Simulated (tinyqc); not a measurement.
# Worked calculation: front-illuminated p-i-n photodiode, quantum efficiency and bandwidth

Numbers from tinyqc (`OMP_NUM_THREADS=1 python tinyqc.py 2250016 2250017 out.jsonl`; about 0.01 s on one thread of a shared Intel Xeon 2.30GHz). Printed values are rounded.

Light enters through a p layer (0 to xp), a depleted layer (xp to xp + wi) and a thick n substrate, decaying as exp(-al x); one pass, no back reflection. Carriers made in the depleted layer are all collected; those in the neutral layers diffuse.

Parameters, values chosen for the exercise; values close to those of silicon at this wavelength:
- lam = 850 nm (wavelength)
- al = 522 1/cm (absorption coefficient)
- Rf = 0.3 (reflectance of the front face)
- eps_r = 12 (relative permittivity)
- xp = 0.3 um (thickness of the front p layer)
- wi = 19 um (thickness of the depleted layer)
- Dn = 11 cm^2/s (electron diffusion coefficient in the p layer)
- Ln = 6.5 um (electron diffusion length in the p layer)
- S = 800 cm/s (recombination velocity of the front surface)
- Lp = 46 um (hole diffusion length in the thick n substrate)
- ve = 1.03e7 cm/s (electron drift velocity)
- vh = 6.97e6 cm/s (hole drift velocity)
- dia = 45 um (diameter)
- RL = 50 ohm (load resistance)
- Cp = 90 fF (parasitic capacitance)
- f = 2.9 GHz (modulation frequency)

Constants: q = 1.602176634e-19 C, h = 6.62607015e-34 J s, c = 299792458 m/s, eps0 = 8.8541878128e-14 F/cm where lengths are in cm. Results are converted to the units shown.

## Quantum efficiency

k = al Ln, s = S Ln/Dn, e = exp(-al xp); front layer f1 = (k/(k^2 - 1)) {[s + k - e (s cosh(xp/Ln) + sinh(xp/Ln))]/[s sinh(xp/Ln) + cosh(xp/Ln)] - k e}; depleted layer f2 = e (1 - exp(-al wi)); substrate f3 = e exp(-al wi) al Lp/(1 + al Lp); external efficiency (1 - Rf)(f1 + f2 + f3); responsivity = efficiency q lam/(h c).

s = 0.0472727
f1 = 0.0155100
f2 = 0.619317
f3 = 0.257787
external efficiency = 0.624830
responsivity = 0.428365 A/W

The front layer absorbs 1.55 % of the light that enters and collects 99.8 % of that. Diffusion from the neutral layers makes up 30.6 % of the current.

## Response at one frequency

Drift response for pairs made in the depleted layer, a = al wi, g = 1 - exp(-a), u = 2 pi i f, te = wi/ve, th = wi/vh: electrons He = [g - a (exp(-a) - exp(-u te))/(u te - a)]/(u te g), holes Hh = [g - a (1 - exp(-a - u th))/(a + u th)]/(u th g); C = eps0 eps_r pi (dia/2)^2/wi + Cp; total |He + Hh|/sqrt(1 + (2 pi f RL C)^2), for the current of the depleted layer alone.

te = 184.466 ps
th = 272.597 ps
He = 0.164649-0.376496i
Hh = 0.060114-0.212261i
|He + Hh| = 0.630201
C = 98.8939 fF
total response = 0.627659

The drift response alone falls to 1/sqrt(2) at 2.50 GHz and the RC term alone at 32.2 GHz; together they give 2.49 GHz.
